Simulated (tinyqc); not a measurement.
What each parameter does: five-level k.p model folded onto the conduction band.

Second-order sums for the lowest conduction level at E: 1/m = 1 + Cm + (Ep/3)(2/E + 1/(E + Dso)) - (Ep2/3)(2/(E7 + D2 - E) + 1/(E7 - E)); g/2 = 1 + Cg - (Ep/3)(1/E - 1/(E + Dso)) - (Ep2/3)(1/(E7 - E) - 1/(E7 + D2 - E)). E is counted from the top of the valence band; E = Eg at the edge.

Inputs chosen for the exercise (near those of ZnSe; not measured data):

| symbol | value | unit | meaning |
|---|---|---|---|
| Eg | 2.838 | eV | gap at Gamma to the s-like level |
| Dso | 0.41 | eV | spin-orbit splitting |
| Ep | 24.8 | eV | Kane energy |
| E7 | 7.29 | eV | upper Gamma7 conduction level, from the valence top |
| D2 | 0.09 | eV | its spin-orbit splitting, Gamma8 above Gamma7 |
| Ep2 | 1.2 | eV | Kane energy to the upper levels |
| Cm | -2.6 |  | remote term in 1/m |
| Cg | 0 |  | remote term in g/2 |

Mass and g at E = Eg. Each row changes one parameter from the base and keeps the others.

Results:

| case | m (m0) | g |
|---|---|---|
| base | 0.15373 | 1.2611 |
| Eg = 2.554 eV | 0.13491 | 1.1014 |
| Dso = 0.369 eV | 0.15297 | 1.3261 |
| Ep = 22.32 eV | 0.17644 | 1.3346 |
| E7 = 8.019 eV | 0.15286 | 1.2620 |
| D2 = 0.099 eV | 0.15372 | 1.2607 |
| Ep2 = 1.08 eV | 0.15310 | 1.2614 |

The largest shifts from the base row, up to three for each result and ties (the steps differ in size, so this ranks the rows, not the parameters). m (m0): Ep +0.02270, Eg -0.01882, E7 -0.00087. g: Eg -0.1597, Ep +0.0735, Dso +0.0651.

Program tinyqc; command `OMP_NUM_THREADS=1 python tinyqc.py 1080675 1080676 out.jsonl`; about 0.01 s on one thread of a shared Intel(R) Xeon(R) Processor @ 2.30GHz.
